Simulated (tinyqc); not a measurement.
The solidus: solid solubility of a dopant against its melt (retrograde solidus), clustering and the electrically active fraction. Computed by tinyqc, a small Python program. Command: `OMP_NUM_THREADS=1 python tinyqc.py 3017163 3017164 out.jsonl retro walk`. One thread of a shared host (Intel(R) Xeon(R) Processor @ 2.30GHz), about 0.01 s of CPU time with the checks.

Inputs (values chosen for the exercise, of the order of those of copper in silicon for the solubility):

| quantity | value | unit |
|---|---|---|
| melting point of the host T_m | 1687 | K |
| heat of melting of the host H_f | 50.2 | kJ/mol |
| interaction L of the melt | -11 | kJ/mol |
| enthalpy of transfer from melt to solid H | 1.36 | eV |
| entropy of transfer S | 2.11 | k_B |
| site density N0 | 5e+22 | 1/cm^3 |

Constants: R = 8.314462618 J/(mol K); k_B = 8.617333262e-05 eV/K; e = 1.602176634e-19 C; N_A = 6.02214076e+23 1/mol.

Method. x_l and x_s are atom fractions of the dopant in melt and solid; the solid is dilute. Liquidus of the host: R T ln(1 - x_l) + L x_l^2 = -H_f (1 - T/T_m). Distribution: k = x_s/x_l = exp[L (1 - x_l)^2/(R T)] exp(S/k_B - H/(k_B T)), the first factor being the activity coefficient in the melt. Solubility = x_s N0; at T_m x_l = 0. The largest x_s N0 between 900 K and T_m. For an ideal melt with constant heats the maximum has x_l = H_f/(H + H_f), H in the same units.

largest solubility = 2.26081e+18 1/cm^3

temperature of the maximum = 1529.54 K

Against temperature:

| T (K) | x_l | k | solubility (1/cm^3) | over the maximum |
|---|---|---|---|---|
| 1000 | 0.80036 | 1.0949e-06 | 4.3815e+16 | 0.01938 |
| 1100 | 0.72252 | 4.4172e-06 | 1.5957e+17 | 0.07058 |
| 1200 | 0.63501 | 1.3830e-05 | 4.3911e+17 | 0.19423 |
| 1300 | 0.53759 | 3.5438e-05 | 9.5257e+17 | 0.42134 |
| 1400 | 0.42877 | 7.7030e-05 | 1.6514e+18 | 0.73044 |
| 1500 | 0.30514 | 1.4522e-04 | 2.2156e+18 | 0.98000 |
| 1580 | 0.19092 | 2.1891e-04 | 2.0897e+18 | 0.92431 |
| 1640 | 0.09138 | 2.8041e-04 | 1.2812e+18 | 0.56671 |
| 1675 | 0.02484 | 3.1489e-04 | 3.9109e+17 | 0.17298 |

What does the comparison show, and why?

Between the first rows the Arrhenius energy of the solubility is 1.23 eV, against H = 1.36 eV; it shrinks to zero at 1530 K and turns negative beyond. A crystal saturated at the maximum precipitates dopant-rich liquid on cooling and on heating alike. Below a eutectic or compound temperature another phase would set the limit.

Extremes, crossings and ranges named in words are read from the listed rows.
